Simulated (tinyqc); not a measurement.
Angle of incidence: thin-film optics by transfer matrices.

Indices N = n + i k. Snell: N0 sin(theta) = N_j sin(theta_j), with Im(N_j cos theta_j) >= 0. Admittance y_j = N_j cos theta_j for s and N_j/cos theta_j for p. Phase delta_j = 2 pi N_j cos theta_j d_j/lambda. Layer matrix [[cos delta, -i sin delta/y], [-i y sin delta, cos delta]], multiplied from the top down to M. (B, C) = M (1, y_sub); r = (y0 B - C)/(y0 B + C), R = |r|^2, T = 4 Re y0 Re y_sub/|y0 B + C|^2, absorbed in the films 1 - R - T.

Ellipsometry: rho = tan(Psi) exp(i Delta) = -conj(r_p/r_s) with the r of the admittance formula, Delta in 0 to 360 degrees, so that a bare dielectric at small angles gives Delta = 180.

Inputs chosen for the exercise (indices near those of resist, ARC, SiO2 on Si; the results hold for these values, not for the real material): lam = 633 nm (vacuum wavelength); n0 = 1 (ambient index); n = (1.633, 1.678, 1.48, 3.914) (n of resist, ARC, SiO2, substrate); k = (0, 0.02, 0, 0.02) (k in the same order); d = (228, 84.9, 11.4) nm (thicknesses, top first).

Both polarisations.

Stack:
```
theta (degrees)     R_s     R_p    Psi   Delta
0                0.1376  0.1376  45.00  180.00
15               0.1211  0.1133  44.05  183.38
30               0.0699  0.0637  43.66  198.62
45               0.0074  0.0540  69.66  215.95
60               0.0586  0.1161  54.61   83.70
65               0.1326  0.1516  46.92   73.17
70               0.2393  0.2011  42.51   60.92
75               0.3769  0.2778  40.65   46.87
80               0.5445  0.4062  40.82   31.63
85               0.7470  0.6271  42.50   15.87
```

Give the missing row, theta (degrees) = 55.

Computed row:
```
theta (degrees)     R_s     R_p    Psi  Delta
55               0.0167  0.0886  66.54  95.69
```

R_s and R_p agree at normal incidence (0.1376). R_p is lowest at 45 degrees of those listed (0.0540), where R_s = 0.0074: both are low, so this is an interference minimum, not a Brewster effect. R_s does not rise steadily, because the phase thickness of the films changes with the angle. R_p exceeds R_s at 45, 55, 60 and 65 degrees, where Psi is above 45.

Run: tinyqc, `OMP_NUM_THREADS=1 python tinyqc.py 1650880 1650881 out.jsonl`; Intel(R) Xeon(R) Processor @ 2.30GHz, one thread, shared host; about 0.01 s of CPU time with all checks.
